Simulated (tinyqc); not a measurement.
The diagram with and without ligand: potential-pH (Pourbaix) lines of a metal, its cation, its oxide and an oxyanion, with a complexing ligand. Computed by tinyqc, a small Python program. Command: `OMP_NUM_THREADS=1 python tinyqc.py 3004558 3004559 out.jsonl pourb walk`. One thread of a shared host (Intel(R) Xeon(R) Processor @ 2.30GHz), about 0.01 s of CPU time with the checks.

Potentials are against the standard hydrogen electrode; solids and water have unit activity; dG_f of M, H+ and the electron is zero; F = e N_A and s = R T ln(10)/F. The cation carries z = 3.

Inputs (values chosen for the exercise, for a model metal): dG_f of the cation = -513.2 kJ/mol; dG_f of the oxide = -1567.7 kJ/mol; dG_f of the oxyanion = -831.41 kJ/mol; dG_f of water = -237.14 kJ/mol; temperature T = 298.15 K; log10 of the dissolved activity a = -3; log10 of the stability constant beta of ML = 9.1; pKa of HL = 6.8; total ligand c_L = 0.34 mol/L.

Species: M, M3+, M2O3, MO2(-).

Constants: R = 8.314462618 J/(mol K); e = 1.602176634e-19 C; N_A = 6.02214076e+23 1/mol.

Method. M3+ + 3e = M; (1/2) M2O3 + 3H+ + 3e = M + (3/2) H2O; MO2(-) + 4H+ + 3e = M + 2H2O. For each, E0 = -dG/(z F), and E = E0 + (s/z) log10 a - (s n_H/z) pH, with no activity term for the oxide. The free ligand is c_L/(1 + 10^(pKa - pH)) (ligand in excess); dissolved metal is a in all, so the free cation is a/alpha, alpha = 1 + beta [L]; the cation line drops by (s/z) log10 alpha.

E0 (V): cation -1.77298, oxide -1.47912, oxyanion -1.23380

s = 0.0591593 V

Lines against the metal (V); the species with the lowest line is stable above it:
```
pH   cation    oxide  oxyanion  stable above  cation with ligand  stable above, ligand
0   -1.8321  -1.4791   -1.2930        cation             -1.8684             dissolved
2   -1.8321  -1.5974   -1.4507        cation             -1.9077             dissolved
4   -1.8321  -1.7158   -1.6085        cation             -1.9471             dissolved
5   -1.8321  -1.7749   -1.6874        cation             -1.9667             dissolved
6   -1.8321  -1.8341   -1.7662         oxide             -1.9853             dissolved
7   -1.8321  -1.8932   -1.8451         oxide             -1.9982             dissolved
8   -1.8321  -1.9524   -1.9240         oxide             -2.0018             dissolved
9   -1.8321  -2.0116   -2.0029         oxide             -2.0023                 oxide
10  -1.8321  -2.0707   -2.0817      oxyanion             -2.0023              oxyanion
12  -1.8321  -2.1890   -2.2395      oxyanion             -2.0024              oxyanion
14  -1.8321  -2.3074   -2.3973      oxyanion             -2.0024              oxyanion
```

What does the comparison show, and why?

Without ligand the oxide holds 4 of the eleven rows (pH 6 to 9), with it 1 (pH 9). The ligand acts once beta [L] exceeds 1, from pH = pKa - log10(beta c_L) = -1.8 on, that is in all rows; its line then falls by at most s/z per pH unit and flattens beyond pKa, 0.170 V below the free cation at most. The oxide line falls faster, by s per pH unit, so the oxide takes over again at higher pH.

Extremes, crossings and ranges named in words are read from the listed rows.
